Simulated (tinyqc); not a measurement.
Changing the source 2: carrier flow: precursor delivery and alloy composition in metal-organic vapour-phase epitaxy. Computed by tinyqc, a small Python program. Command: `OMP_NUM_THREADS=1 python tinyqc.py 3023733 3023734 out.jsonl movpe sweep`. One thread of a shared host (Intel(R) Xeon(R) Processor @ 2.30GHz), about 0.01 s of CPU time with the checks.

Carrier gas leaves each bubbler saturated. Group-III species cross a boundary layer and react at the surface; element 2 can also desorb. The film is (1)_(1-x) (2)_x V with a zinc-blende cell.

Inputs (values chosen for the exercise, close to those used for InGaAs from TMGa and TMIn): source 1: a in log10(p/torr) = a - b/T = 8.07; source 1: b = 1703 K; source 1: bath temperature = -10 C; source 1: carrier flow = 7.3 sccm; source 2: a = 10.52; source 2: b = 3014 K; source 2: bath temperature = 28 C; bubbler pressure p_b = 600 torr; group-V hydride flow = 180 sccm; total flow = 21 slm; reactor pressure p = 40 torr; diffusivity D0 at 273.15 K and 760 torr = 0.35 cm^2/s; boundary layer delta = 0.97 cm; prefactor of the surface rate k_s = 7.4e+13 cm/s; energy of k_s = 1.83 eV; prefactor of the loss of element 2 = 9.6e+15 layers/s; energy of the loss = 3.21 eV; lattice constant a = 5.75 angstrom; growth temperature T = 620 C.

Constants: k_B = 1.380649e-23 J/K; k_B = 8.617333262e-05 eV/K.

Method:
- Temperatures in kelvin are T(C) + 273.15.
- Vapour pressure p_v = 10^(a - b/T); precursor flow = carrier flow x p_v/(p_b - p_v); 1 sccm = 44.615 micromol/min; V/III = hydride flow over the sum of both; gas share x_g = F2/(F1 + F2).
- Partial pressure p_i = p F_i/(44615 x total flow in slm); density n_i = p_i/(k_B T), 1 torr = 133.322 Pa; D = D0 (T/273.15)^1.75 (760/p), h = D/delta, the same for both; k_s = prefactor x exp(-energy/(k_B T)); arrival J_i = n_i/(1/h + 1/k_s); in layers per second g_i = J_i a^2/2 (two group-III sites per a^2 on (001)).
- Loss of element 2 is r x with r = prefactor x exp(-energy/(k_B T)). Then x = (g2 - r x)/(g1 + g2 - r x), or r x^2 - (g1 + g2 + r) x + g2 = 0, smaller root; growth rate G = g1/(1 - x) layers/s; one layer is a/2 thick, 1 angstrom/s = 0.36 um/h.
- Distribution coefficient = [x/(1 - x)]/[x_g/(1 - x_g)], x_g = g2/(g1 + g2).

One run for each value:
```
source 2: carrier flow (sccm)  solid share x  gas share x_g  growth rate G (um/h)  distribution coefficient
44                                   0.31556        0.31672                 1.428                   0.99466
76                                   0.44357        0.44464                 1.756                   0.99566
130                                  0.57717        0.57797                 2.311                   0.99670
230                                  0.70738        0.70786                 3.340                   0.99771
390                                  0.80401        0.80425                 4.986                   0.99847
680                                  0.87740        0.87751                 7.971                   0.99904
1200                                 0.92666        0.92670                13.324                   0.99943
2000                                 0.95467        0.95469                21.560                   0.99964
```

Over the rows, solid share x rises from 0.316 to 0.955 (exponent d ln y / d ln x 0.62 between the first rows and 0.058 between the last); gas share x_g rises from 0.317 to 0.955 (exponent d ln y / d ln x 0.62 between the first rows and 0.058 between the last); growth rate G (um/h) rises from 1.43 to 21.6 (exponent d ln y / d ln x 0.38 between the first rows and 0.94 between the last).  Left out: 3500 (the alloy is nearly binary).

Caution (all rows): the lattice constant is held fixed as x changes, delta does not respond to the flow, both precursors share one D and k_s, and gas-phase side reactions are left out. Caution (rows 2000): rates above some 15 um/h are beyond usual practice, and precursor depletion would cap them.
